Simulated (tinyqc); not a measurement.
Inside a calculation. Model: valley-orbit splitting of a donor ground state, with strain. Computed by tinyqc, a small Python program that keeps every step. Command: `OMP_NUM_THREADS=1 python tinyqc.py 3022793 3022794 out.jsonl valleyorbit walk`. One thread of a shared host (Intel(R) Xeon(R) Processor @ 2.30GHz), about 0.01 s of CPU time with the checks. Intermediate numbers are printed to about 7 digits and carried at full precision; extremes and crossings named in words are read from the listed rows.

The basis is the 1s envelope in each valley; energies are counted from the unstrained conduction-band edge. The strain is e_s (a a^T - 1/3) for the unit stress axis a, so valley j along n_j moves by Xi_u e_s w_j with w_j = (n_j.a)^2 - 1/3: +1/3 for [111] and [-1-11], -1/3 for the others.

Inputs (values chosen for the exercise, for a model many-valley semiconductor):
```
quantity                                    value   unit
single-valley binding energy E_0             6.11    meV
central-cell shift Lambda                    0.12    meV
coupling Delta_1                             0.31    meV
shear deformation potential Xi_u             16.9     eV
shear strain e_s                          0.00027      -
temperature T                                  20      K
donor density N_D                         5.2e+15  cm^-3
density-of-states mass of one valley m_e    0.226    m_0
```

Valleys: four along <111>. Stress axis: [110].

Constants: k_B = 8.617333262e-05 eV/K; m_0 = 9.1093837015e-31 kg; k_B = 1.380649e-23 J/K; h = 6.62607015e-34 J s.

## Levels without strain

By symmetry: E(A1) = E_0 + Lambda + 3 Delta_1 (one state), E(T2) = E_0 + Lambda - Delta_1 (three), as binding energies.

E(A1) = 7.16 meV

E(T2) = 5.92 meV

Only A1 has all valley amplitudes in phase, so only it has weight at the nucleus.

## The valley matrix under strain

H_jj = -(E_0 + Lambda) + Xi_u e_s w_j; H_jk = -Delta_1 between any two valleys.

H (meV), lower triangle (symmetric):
```
          [111]  [1-1-1]  [-11-1]  [-1-11]
[111]    -4.709
[1-1-1]  -0.310   -7.751
[-11-1]  -0.310   -0.310   -7.751
[-1-11]  -0.310   -0.310   -0.310   -4.709
```

## Levels and ground state under strain

Diagonalise H; the ground vector has positive components. The density at the nucleus, and so the contact hyperfine coupling, scales as (sum_j c_j)^2/(number of valleys), which is 1 without strain; the envelopes are held fixed.

levels (meV): -8.182511  -7.441000  -4.897489  -4.399000

valley amplitudes of the ground state: [111] 0.1359950, [1-1-1] 0.6939059, [-11-1] 0.6939059, [-1-11] 0.1359950

hyperfine ratio A/A_0 = 0.6887355

The valleys that move down hold 96.3 % of the ground state, against 50.0 % without strain.

## Binding energy under strain

The binding energy is counted from the lowest valley edge, min_j Xi_u e_s w_j; the gap is from the ground state to the next level.

binding energy under strain = 6.661511 meV

gap to the first excited state = 0.7415106 meV

## Populations and ionisation

z = sum over levels of exp(-(E - E_ground)/k_B T), the ground-state share being 1/z; N_c = 2 (2 pi m_e k_B T/h^2)^(3/2) sum_j exp(-(shift_j - lowest shift)/k_B T); n1 = N_c/(2 z) exp(-binding/k_B T), binding = lowest shift - E_ground; without compensation n = 2 N_D/(1 + sqrt(1 + 4 N_D/n1)) (Boltzmann statistics; p and higher states left out).

partition sum z = 1.910343

share of neutral donors in the ground state = 0.5234663

N_c = 1.087054e+17 cm^-3

n1 = 5.963248e+14 cm^-3

free electrons n = 1.487836e+15 cm^-3

Caution: at this donor density neighbouring orbits begin to overlap and the depth shrinks, which a fixed level leaves out.

## Strain dependence

The contact hyperfine ratio is A/A_0 = (sum_j c_j)^2/(number of valleys), c_j the valley amplitudes of the ground state; binding from the lowest valley edge.

Against strain:
```
e_s        Xi_u e_s (w_max - w_min) (meV)  binding (meV)  gap to next level (meV)      A/A_0
-0.002200                       -24.78667       6.555499                0.6354986  0.5249822
-0.000810                        -9.12600       6.581929                0.6619288  0.5673192
-0.000270                        -3.04200       6.661511                0.7415106  0.6887355
-0.000081                        -0.91260       6.853511                0.9335115  0.9026960
0.000081                          0.91260       6.853511                0.9335115  0.9026960
0.000270                          3.04200       6.661511                0.7415106  0.6887355
0.000810                          9.12600       6.581929                0.6619288  0.5673192
0.002200                         24.78667       6.555499                0.6354986  0.5249822
```

A/A_0 falls for either sign of strain, to 0.525 and 0.525 at the ends; its limits are the shares of the valleys that end up lowest, 2/4 under compression and 2/4 under tension. Near zero strain A/A_0 changes in second order, the binding in first. The binding energy drops from 7.16 meV to 6.56 and 6.56 meV, since fewer valleys share the valley-orbit gain.

## Do the excited 1s states matter for ionisation?

No strain here. The last two columns set z = 1, with the A1 depth, or use one level at E_0 with z equal to the number of valleys.

Ionised share:
```
T (K)         z  all 1s states  ground state alone  no splitting
4.2    1.097541   6.330553e-05        6.632104e-05  1.414417e-04
6.9    1.372754   3.932631e-03        4.606092e-03  5.566144e-03
10.0   1.711523   2.968683e-02        3.865789e-02  3.560290e-02
15.0   2.149475   1.353722e-01        1.918758e-01  1.478751e-01
21.0   2.511939   3.162237e-01        4.496404e-01  3.312393e-01
33.0   2.939759   6.243448e-01        7.935617e-01  6.347706e-01
55.0   3.309389   8.628772e-01        9.497974e-01  8.661787e-01
```

z grows from 1.098 to 3.31 of at most 4. Leaving out the excited states overstates the ionised share by up to 42.2 % (at 21.0 K); ignoring the splitting misses by a factor 2.23 at the lowest T and 1.00 at the highest.

Checks made by the program: symmetry formulas against diagonalisation (relative difference below 1e-10).
